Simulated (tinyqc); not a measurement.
What moves the results: interband optics of a two-band s-p chain from momentum matrix elements. A value that a table varies takes the place of the one given here.

H(k) = [[Es - 2 ts cos ka, 2i V sin ka], [-2i V sin ka, Ep_ + 2 tp cos ka]] in the basis s, p; the lower band is full, with two electrons a cell. The velocity operator times hbar is W = dH/dk (eV angstrom); intra-atomic dipoles are left out.

With w(k) = |<c|W|v>|^2 and D(k) = Ec - Ev, on the mesh k_j = (j + 1/2)/N (2 pi/a): eps(E) = 1 + (8 pi e2/(a Ar)) mean_j (w/D^2) [1/(D - E - i eta) + 1/(D + E + i eta)], e2 = e^2/(4 pi eps0); light polarised along the chains, no local fields.

Constants: e^2/(4 pi eps0) = 14.39964547 eV angstrom; hbar^2/2m0 = 3.80998211 eV angstrom^2.

Values chosen for the exercise:
- a = 3.33 angstrom (period)
- Es = 3.32 eV (upper orbital (s))
- Ep_ = -2.29 eV (lower orbital (p))
- ts = 0.45 eV (s-s hopping)
- tp = 0.32 eV (p-p hopping)
- V = 0.62 eV (s-p hopping)
- Ar = 8.6 angstrom^2 (cross-section per chain)
- eta = 0.3 eV (Lorentzian half width)
- E = 4.12 eV (photon energy)

## Joint density of states against eps2

Mesh of 2000 points. J(E) = mean of (eta/pi)/((E - D)^2 + eta^2). The fourth column is J times the constant (8 pi^2 e2/(a Ar)) mean(w/D^2). R = |(sqrt(eps) - 1)/(sqrt(eps) + 1)|^2.

Spectrum:

| E (eV) | J (1/eV) | eps2 | eps2 with constant element | eps1 | R |
|---|---|---|---|---|---|
| 3.47 | 0.043 | 1.014 | 0.470 | 4.204 | 0.126 |
| 3.86 | 0.110 | 3.070 | 1.207 | 5.028 | 0.192 |
| 4.25 | 0.214 | 5.472 | 2.347 | 1.420 | 0.278 |
| 4.64 | 0.196 | 3.023 | 2.154 | -0.549 | 0.289 |
| 5.03 | 0.184 | 1.480 | 2.025 | -0.293 | 0.233 |
| 5.42 | 0.187 | 0.799 | 2.051 | 0.346 | 0.090 |
| 5.80 | 0.201 | 0.650 | 2.207 | 1.003 | 0.023 |
| 6.19 | 0.231 | 0.950 | 2.543 | 1.620 | 0.042 |
| 6.58 | 0.290 | 1.873 | 3.187 | 1.985 | 0.097 |
| 6.97 | 0.370 | 3.519 | 4.069 | 0.905 | 0.212 |
| 7.36 | 0.195 | 2.034 | 2.142 | -1.438 | 0.413 |
| 7.75 | 0.070 | 0.687 | 0.769 | -0.876 | 0.508 |

Transitions span 4.070 to 7.150 eV. Among the energies listed J peaks at 6.97 eV and eps2 at 4.25 eV. The ratio of eps2 to the constant-element value is 2.33 at 4.25 eV and 0.86 at 6.97 eV: w/D^2 is 1.029 angstrom^2 at the zone centre and 0.334 at the edge.

## Mesh against broadening

eps2 at E for three widths, and eps(0) at eta = 0; the last row is the mesh of 2000 points.

Convergence:

| N | eta = 0.03 eV | eta = 0.1 eV | eta = 0.3 eV | eps(0) |
|---|---|---|---|---|
| 4 | 0.069 | 0.227 | 0.599 | 1.8837 |
| 8 | 2.042 | 5.263 | 5.298 | 2.3744 |
| 16 | 45.391 | 14.814 | 5.598 | 2.3960 |
| 32 | 13.910 | 11.490 | 5.523 | 2.3960 |
| 64 | 18.420 | 11.747 | 5.521 | 2.3960 |
| 128 | 19.357 | 11.747 | 5.521 | 2.3960 |
| 2000 | 19.373 | 11.747 | 5.521 | 2.3960 |

The first N from which eps2 stays within 2 % of the last row is 128 for eta = 0.03, 64 for 0.1 and 16 for 0.3 eV; for eps(0) and 0.1 % it is 16. E lies inside the range of transitions, so as a rule the spacing of D between mesh points must fall below eta (less so where the weight w is small at E).

## Static constant against the gap

Es takes the values listed; mesh of 400 points; the Penn-type estimate is 1 + 8 pi c e2 n_eff/(a Ar Dm^2) with Dm the f-weighted mean of D, f = w/(c D), n_eff = 2 mean(f), c = hbar^2/2m0.

Results:

| Es (eV) | smallest D (eV) | Dm (eV) | n_eff | eps(0) | estimate |
|---|---|---|---|---|---|
| 3.02 | 3.770 | 5.338 | 0.812 | 2.675 | 2.372 |
| 3.32 | 4.070 | 5.637 | 0.771 | 2.396 | 2.169 |
| 3.82 | 4.570 | 6.136 | 0.712 | 2.056 | 1.910 |
| 4.32 | 5.070 | 6.634 | 0.661 | 1.820 | 1.723 |
| 5.32 | 6.070 | 7.631 | 0.577 | 1.524 | 1.477 |
| 6.32 | 7.070 | 8.629 | 0.512 | 1.356 | 1.331 |
| 8.32 | 9.070 | 10.626 | 0.418 | 1.187 | 1.178 |

eps(0) - 1 falls from 1.675 to 0.187, as Dm^-3.19; a fixed n_eff would give the power -2, and n_eff goes from 0.812 to 0.418. The single-gap estimate is low by 18.1 % of eps(0) - 1 in the first row and 4.7 % in the last, since 1/D^2 favours the smallest separations. n_eff need not equal the 2 electrons of the cell: a two-orbital basis with chosen hoppings does not obey the free-electron sum rule.

## What moves the optical response

Mesh of 400 points; n_eff = 2 mean(w/(c D)), c = hbar^2/2m0. Each row changes one parameter from the base and keeps the others.

Results:

| case | smallest D (eV) | largest D (eV) | n_eff | eps(0) |
|---|---|---|---|---|
| base | 4.070 | 7.150 | 0.771 | 2.396 |
| a = 3.497 angstrom | 4.070 | 7.150 | 0.851 | 2.466 |
| Es = 3.62 eV | 4.370 | 7.450 | 0.735 | 2.177 |
| ts = 0.54 eV | 3.890 | 7.330 | 0.778 | 2.486 |
| V = 0.682 eV | 4.070 | 7.150 | 0.921 | 2.653 |
| Ar = 9.46 angstrom^2 | 4.070 | 7.150 | 0.771 | 2.269 |

The largest shifts from the base row, up to three for each result and ties (the steps differ in size, so this ranks the rows, not the parameters). smallest D (eV): Es +0.300, ts -0.180; unchanged at the printed digits by a, V and Ar. largest D (eV): Es +0.300, ts +0.180; unchanged at the printed digits by a, V and Ar. n_eff: V +0.149, a +0.079, Es -0.037; unchanged at the printed digits by Ar. eps(0): V +0.257, Es -0.219, Ar -0.127.

Computed by tinyqc, a small Python program: `OMP_NUM_THREADS=1 python tinyqc.py 1682415 1682416 out.jsonl` (the numbers bound the seed that draws the inputs); one thread of a shared host (Intel(R) Xeon(R) Processor @ 2.30GHz), about 0.01 s for the whole set of steps.
